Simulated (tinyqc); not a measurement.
Modulation-doped quantum well, Poisson-Schroedinger loop with local exchange and correlation: two steps of the calculation.

A well of width L centred at z = 0 between barriers Vb; effective-mass electrons in two equivalent valleys, parabolic bands. The electrons come from donor sheets outside the mesh, a share fL of Ns on the left and the rest on the right, so the structure is neutral. Energies are counted from the band edge of the well, with U = 0 on the first node in the Hartree part.

Values chosen for this exercise; material values those of a made-up well: in-plane mass md = 0.182 m0; relative permittivity (all layers) eps_r = 13.5; mesh step hz = 0.4667 nm; sheet density of electrons Ns = 1.2e12 cm^-2; share of the donors on the left side fL = 1; mixing factor a = 1.

Constants: q = 1.602176634e-19 C, hbar = 1.054571817e-34 J s, m0 = 9.1093837015e-31 kg, eps0 = 8.8541878128e-14 F/cm where lengths are in cm, hbar^2/(2 m0) = 0.0380998212 eV nm^2. Results are converted to the units shown.

Question 1. Levels and probability densities. Tridiagonal Hamiltonian with psi = 0 one step beyond both ends: H_ii = C (1/m_(i-1/2) + 1/m_(i+1/2))/hz^2 + V0_i + U_i, H_(i,i+1) = -C/(m_(i+1/2) hz^2), C = hbar^2/(2 m0). The lowest 2 level(s) are kept, normalised to hz sum |psi|^2 = 1.

```
node,fixed potential V0 (eV),self-consistent potential U at the start (eV)
1,0.15768543,0
2,0.16015894,0
3,0.16263245,0
4,-0.00989404,0
5,-0.00742053,0
6,-0.00494702,0
7,-0.00247351,0
8,0.00000000,0
9,0.00247351,0
10,0.00494702,0
11,0.00742053,0
12,0.00989404,0
13,0.18736755,0
14,0.18984106,0
15,0.19231457,0
```

mass on the intervals 1/2, 3/2, ... (mean of both at an interface) (m0): [1.1, 1.1, 1.1, 1.105, 1.11, 1.11, 1.11, 1.11, 1.11, 1.11, 1.11, 1.11, 1.105, 1.1, 1.1, 1.1]

Find: levels; |psi|^2 of E1; |psi|^2 of E2.

Answer 1.

levels (eV): E1 0.011766, E2 0.048698

```
node,|psi|^2 of E1 (1/nm),|psi|^2 of E2 (1/nm)
1,0.00030,0.00121
2,0.00253,0.00871
3,0.01697,0.04725
4,0.11207,0.24842
5,0.24422,0.35452
6,0.35216,0.23077
7,0.39657,0.04073
8,0.37105,0.02024
9,0.29492,0.19572
10,0.19800,0.37548
11,0.10733,0.37579
12,0.04050,0.20493
13,0.00533,0.03317
14,0.00068,0.00513
15,0.00007,0.00061
```

Question 2. Density, output potential and mixing. n_i = sum_k N_k |psi_k|^2 (converted to cm^-3). Hartree part by Gauss: on the interval after node i the enclosed sheet charge is S_i = fL Ns - hz sum_(j<=i) n_j, and U_(i+1) = U_i + q S_i hz/(eps0 eps_r) in eV, U_1 = 0. Added to it: V_xc = -(2 Ry/(pi al rs)) [1 + 0.7734 (rs/21) ln(1 + 21/rs)] (Hedin-Lundqvist), al = (4/(9 pi))^(1/3), rs = (3/(4 pi n))^(1/3)/aB, aB = 4 pi eps0 eps_r hbar^2/(md m0 q^2), Ry = q/(8 pi eps0 eps_r aB) in eV. Mixing: U(new) = U + a (U(out) - U).

```
node,z (nm),U after round 1 (eV),|psi|^2 of E1 (1/nm),|psi|^2 of E2 (1/nm)
1,-3.2669,-0.002282338,0.00068134,0.00191423
2,-2.8002,0.003227874,0.00523203,0.01210386
3,-2.3335,0.007491851,0.03167363,0.05684368
4,-1.8668,0.009163443,0.19228018,0.26298285
5,-1.4001,0.012621192,0.36839507,0.29883529
6,-0.9334,0.016788753,0.44781148,0.11786571
7,-0.4667,0.021035172,0.41280853,0.00003008
8,0,0.025001487,0.31118868,0.11173067
9,0.4667,0.028585613,0.19859991,0.32601658
10,0.9334,0.031886465,0.10796402,0.42726174
11,1.4001,0.035130780,0.04838314,0.34097433
12,1.8668,0.038648015,0.01562049,0.15940329
13,2.3335,0.043088998,0.00183815,0.02318732
14,2.8002,0.045509781,0.00020829,0.00320778
15,3.2669,0.046937844,0.00001915,0.00034668
```

N_k (cm^-2): E1 1.2e12, E2 1.8210969e-29

Give: n; U(out); U after round 2.

Answer 2.

```
node,n (1e18 cm^-3),U(out) (eV),U after round 2 (eV)
1,0.008,-0.00291,-0.00291
2,0.063,0.00221,0.00221
3,0.380,0.00594,0.00594
4,2.307,0.00670,0.00670
5,4.421,0.00992,0.00992
6,5.374,0.01413,0.01413
7,4.954,0.01848,0.01848
8,3.734,0.02254,0.02254
9,2.383,0.02620,0.02620
10,1.296,0.02950,0.02950
11,0.581,0.03258,0.03258
12,0.187,0.03560,0.03560
13,0.022,0.03904,0.03904
14,0.002,0.04088,0.04088
15,0.000,0.04192,0.04192
```

tinyqc, about 0.1 s, one thread, Intel Xeon 2.30GHz (shared host): `OMP_NUM_THREADS=1 python tinyqc.py 2140008 2140009 out.jsonl`
